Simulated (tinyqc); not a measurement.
Deep trap from a strong local potential in a two-band host (Koster-Slater model with semi-elliptic bands). From one set of inputs to another, one input at a time. Computed by tinyqc, a small Python program. Command: `OMP_NUM_THREADS=1 python tinyqc.py 3001151 3001152 out.jsonl deeptrap ladder`. One thread of a shared host (Intel(R) Xeon(R) Processor @ 2.30GHz), about 0.03 s of CPU time with the checks.

The valence band spans -2 W_v to 0 and the conduction band E_g to E_g + 2 W_c. The orbital at the impurity site has weight f_v in the valence band and 1 - f_v in the conduction band, each spread as a semi-ellipse (2/(pi W^2)) sqrt(W^2 - x^2) about the band centre. The impurity adds U to this orbital. Spin is left out.

The inputs printed are set A. Inputs not listed in the table keep their values of set A, so the rows need not describe a real material.

Inputs (values chosen for the exercise, for a model semiconductor):

| quantity | value | unit |
|---|---|---|
| gap E_g | 1.19 | eV |
| half-width of the valence band W_v | 2.5 | eV |
| half-width of the conduction band W_c | 4.7 | eV |
| valence weight f_v of the site orbital | 0.45 | - |
| impurity potential U | -36.9 | eV |

Impurity: attractive, donor-like.

Method:
- In the gap G(E) = f_v (2/W_v^2)[x - sqrt(x^2 - W_v^2)] - (1 - f_v)(2/W_c^2)[y - sqrt(y^2 - W_c^2)], x = E + W_v, y = E_g + W_c - E.
- G falls across the gap from G(0) to G(E_g). A repulsive U binds if U > 1/G(0), an attractive one if U < 1/G(E_g); the vacancy level (U infinite) solves G(E) = 0 (bisection).
- The trap level solves G(E) = 1/U (bisection). With D = -dG/dE = D_v + D_c, D_v = f_v (2/W_v^2)[x/sqrt(x^2 - W_v^2) - 1] and D_c = (1 - f_v)(2/W_c^2)[y/sqrt(y^2 - W_c^2) - 1], the weight on the impurity orbital is 1/(U^2 D) and the conduction-band character is D_c/D.

Each row keeps all changes above it:

| input moved | from | to | trap level E_t (eV) | depth below the conduction band (eV) | vacancy level (eV) |
|---|---|---|---|---|---|
| set A | - | - | 1.011 | 0.1793 | 0.856 |
| half-width of the conduction band W_c (eV) | 4.7 | 4 | 0.882 | 0.3084 | 0.728 |
| half-width of the valence band W_v (eV) | 2.5 | 3.3 | 0.716 | 0.4737 | 0.529 |
| valence weight f_v of the site orbital | 0.45 | 0.52 | 0.989 | 0.2008 | 0.828 |
| gap E_g (eV) | 1.19 | 2.31 | 1.772 | 0.5384 | 1.467 |
| impurity potential U (eV) | -36.9 | -16.4 | 2.065 | 0.2454 | 1.467 |

Trap level E_t goes from 1.01 to 2.06, a factor 2.04 in all. The largest single move comes from gap E_g (a factor 1.79), and half-width of the valence band W_v works against it (a factor 0.813). Depth below the conduction band goes from 0.179 to 0.245, a factor 1.37 in all. The largest single move comes from gap E_g (a factor 2.68), and valence weight f_v of the site orbital works against it (a factor 0.424). Vacancy level goes from 0.856 to 1.47, a factor 1.71 in all. The largest single move comes from gap E_g (a factor 1.77), and half-width of the valence band W_v works against it (a factor 0.727). The single moves hold for this order of the switches; the total does not depend on the order.

Extremes, crossings and ranges named in words are read from the listed rows.
